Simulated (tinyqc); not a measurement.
Changing the sheet density n_s: low-temperature mobility of a two-dimensional electron gas with static screening. Computed by tinyqc, a small Python program. Command: `OMP_NUM_THREADS=1 python tinyqc.py 3021611 3021612 out.jsonl twodeg sweep`. One thread of a shared host (Intel(R) Xeon(R) Processor @ 2.30GHz), about 0.05 s of CPU time with the checks.

One subband is filled, the gas is degenerate and scatters at the Fermi circle; one permittivity serves on both sides of the interface. All formulas are in SI units, masses times m_0. Piezoelectric and polar phonons are left out, and n_s is taken as set by a gate, independent of N_i.

Inputs (values chosen for the exercise, modelled on a strained silicon well): in-plane mass m = 0.195 m_0; mass across the layer m_z = 0.89 m_0; permittivity eps = 11.7; valley degeneracy g_v = 2; depletion charge N_d = 7.9e+10 1/cm^2; roughness height Delta = 0.53 nm; correlation length Lambda = 3.5 nm; remote charge density N_i = 2.6e+11 1/cm^2; distance d of the charges from the interface = 51 nm; density rho = 2329 kg/m^3; sound velocity v_l = 8950 m/s; deformation potential D_A = 8.5 eV; temperature T = 77 K.

Wave function: Fang-Howard. Roughness spectrum: Gaussian.

Constants: m_0 = 9.1093837015e-31 kg; e = 1.602176634e-19 C; eps_0 = 8.8541878128e-12 F/m; hbar = 1.054571817e-34 J s; k_B = 1.380649e-23 J/K.

Method:
- k_F = sqrt(2 pi n_s/g_v); E_F = hbar^2 k_F^2/(2 m); q_TF = g_v m e^2/(2 pi eps eps_0 hbar^2); Fang-Howard parameter b = [12 m_z e^2 (N_d + 11 n_s/32)/(eps eps_0 hbar^2)]^(1/3), mean depth 3/b; effective field F = e (N_d + n_s/2)/(eps eps_0).
- Form factors with u = q/b: screening G(q) = [1 + 9u/8 + 3u^2/8]/(1 + u)^3, remote charge P(q) = exp(-q d)/(1 + u)^3. Dielectric function eps(q) = 1 + q_TF G(q)/q, with q = 2 k_F sin(theta/2).
- Roughness: <|U|^2> = (e F)^2 S(q), S = pi Delta^2 Lambda^2 exp(-q^2 Lambda^2/4).
- 1/tau_t = (m/(pi hbar^3)) int_0^pi (1 - cos theta) <|U|^2>/eps(q)^2 dtheta; the quantum rate 1/tau_q drops the factor (1 - cos theta); 200 Gauss-Legendre points in s with theta = pi s^2, s from 0 to 1; mu = e tau_t/m.
- Remote charges: <|U|^2> = N_i [e^2 P(q)/(2 eps eps_0 q)]^2.
- Unscreened deformation potential in equipartition: 1/tau = m D_A^2 k_B T I/(rho v_l^2 hbar^3), I = int |psi|^4 dz = 3 b/16 for the Fang-Howard function (used for both wave-function options); mu = e tau/m. Bloch-Grueneisen temperature T_BG = 2 hbar v_l k_F/k_B.
- At the Fermi circle the rates add, so 1/mu is the sum; sheet resistance 1/(n_s e mu); mean free path hbar k_F mu/e; the quantum time adds the rates 1/tau_q, with the isotropic acoustic rate e/(m mu).

One run for each value; columns: (1) sheet density n_s (1/cm^2); (2) mobility mu (cm^2/(V s)); (3) roughness mobility (cm^2/(V s)); (4) remote-charge mobility (cm^2/(V s)); (5) acoustic mobility (cm^2/(V s)); (6) Dingle ratio tau_t/tau_q:
```
(1)          (2)    (3)         (4)    (5)     (6)
1.70e+12  9340.0  14389  1.0798e+08  26625  0.8634
3.20e+12  3694.0   4440  2.7636e+08  21980  0.8269
5.90e+12  1813.5   2015  6.8638e+08  18113  0.9429
1.10e+13  1315.7   1444  1.7351e+09  14803  1.3786
2.00e+13  1251.5   1395  4.2296e+09  12166  2.5318
```

Over the rows, mobility mu (cm^2/(V s)) falls from 9340 to 1250 (exponent d ln y / d ln x -1.5 between the first rows and -0.084 between the last); roughness mobility (cm^2/(V s)) falls from 14400 to 1400 (exponent d ln y / d ln x -1.9 between the first rows and -0.058 between the last); remote-charge mobility (cm^2/(V s)) rises from 1.08e8 to 4.23e9 (exponent d ln y / d ln x about 1.5 throughout). The exponent of remote-charge mobility stays between 1.49 and 1.49, near 1.5: the k_F^3 law of remote charges. The lowest separate mobility is roughness from 1.70e12 to 2.00e13 per cm^2: faster electrons are deflected less by charges, while the field that presses them against the interface grows with n_s. Left out: 1.50e11, 2.80e11, 5.10e11, 9.40e11 (the gas is not degenerate).

Caution (rows 1.70e12, 3.20e12): k_B T exceeds a quarter of E_F, so scattering at the Fermi circle alone and zero-temperature screening are rough. Caution (rows 5.90e12): T is not well above T_BG, where phonon scattering freezes out faster than equipartition says; the acoustic mobility is a lower bound. Caution (rows 1.10e13, 2.00e13): T is below the Bloch-Grueneisen temperature T_BG, so equipartition fails: the acoustic mobility is only a lower bound and the acoustic share of 1/mu is overstated. Caution (rows 2.00e13): E_F exceeds 1.1 (hbar^2 e^2 F^2/2 m_z)^(1/3), of the order of the first subband spacing (1.75 times that in a triangular well, less with self-consistent band bending), so a second subband may fill.

Extremes, crossings and ranges named in words are read from the listed rows.
